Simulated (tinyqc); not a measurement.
## Gate sheet resistance from two finger widths

Inverse problem. At low frequency R = Rsh Wf/(3 L) + B/Wf, where B collects the channel and vertical terms. Find Rsh, B and the width of lowest R.

Values chosen for this exercise: channel length L = 1.1 um.

input resistance of single fingers, contacted at one end, of width 0.67 and 7.3 um (ohm): [59.547897, 84.430884]

Solution. R Wf is a straight line in Wf^2; the minimum of R lies where both terms are equal.

Rsh = 36.0 ohm/square
B = 35.0 ohm um
width of lowest R = 1.79 um

Program tinyqc, `OMP_NUM_THREADS=1 python tinyqc.py 2262213 2262214 out.jsonl`; Intel Xeon 2.30GHz, shared host, one thread, about 0.01 s.
